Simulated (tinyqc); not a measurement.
Chemical shift by three methods: effective-mass impurity with a central-cell term, in a basis of Slater functions. Computed by tinyqc, a small Python program. Command: `OMP_NUM_THREADS=1 python tinyqc.py 3015524 3015525 out.jsonl centralcell walk`. One thread of a shared host (Intel(R) Xeon(R) Processor @ 2.30GHz), about 0.01 s of CPU time with the checks.

The envelope obeys H = -nabla^2 - (2/r) [Z + A exp(-kappa r)] in effective units, with kappa = a*/lambda; positive A deepens the well near the core.

Inputs (values chosen for the exercise, with mass and screening modelled on GaN):
```
quantity                   value      unit
effective mass m           0.207       m_0
dielectric constant eps     9.18         -
charge Z of the core           1         -
central-cell strength A     -1.6         -
central-cell range lambda    2.3  angstrom
```

Impurity: donor, one isotropic band.

Constants: Ry = 13.605693123 eV; a_0 = 0.529177210903 angstrom.

Method:
- Units: Ry* = Ry m/eps^2 and a* = a_0 eps/m, with m in m_0.
- kappa = a*/lambda; the hydrogenic ground state is bound by Z^2 Ry*.
- For s functions exp(-zeta r), with s = zeta_i + zeta_j: S = 2/s^3, T = zeta_i zeta_j S, V = -2 Z/s^2, W = -2 A/(s + kappa)^2; each function is normalised by dividing by sqrt(S_ii S_jj).
- Large basis: zeta_i = 0.06 x 1.6^(i-1), i = 1..22, same formulas; for p functions r exp(-zeta r): S = 24/s^5, T = zeta_i zeta_j S (centrifugal term included), V = -12 Z/s^4, W = -12 A/(s + kappa)^4; overlap eigenvalues below 1e-11 are dropped.
- First order: shift = 8 A Z^3/(2 Z + kappa)^2 Ry*. One exponent: minimise zeta^2 - 2 Z zeta - 8 A zeta^3/(2 zeta + kappa)^2 by golden section on 0.2 to 6 Z. All shifts are the binding beyond Z^2 Ry*.

kappa = 10.2034 1/a*

Ry* = 33.4199 meV

hydrogenic binding energy = 33.4199 meV

Shift of the 1s binding energy (meV):
```
A      first order  one exponent  large basis
1.60        2.8725        3.4119       3.7925
0.80        1.4362        1.5574       1.6358
-0.16      -0.2872       -0.2829      -0.2804
-0.40      -0.7181       -0.6918      -0.6767
-0.80      -1.4362       -1.3351      -1.2794
-1.60      -2.8725       -2.4983      -2.3065
-2.00      -3.5906       -3.0270      -2.7478
```

The three columns are ordered, first order <= one exponent <= large basis, since each is a variational bound with more freedom. At the largest attractive A first order gives 76 % and one exponent 90 % of the shift; at the most repulsive A the true shift is -2.748 meV against -3.591. Attraction pulls the envelope in and feeds itself, repulsion pushes it out and saturates.

Extremes, crossings and ranges named in words are read from the listed rows.
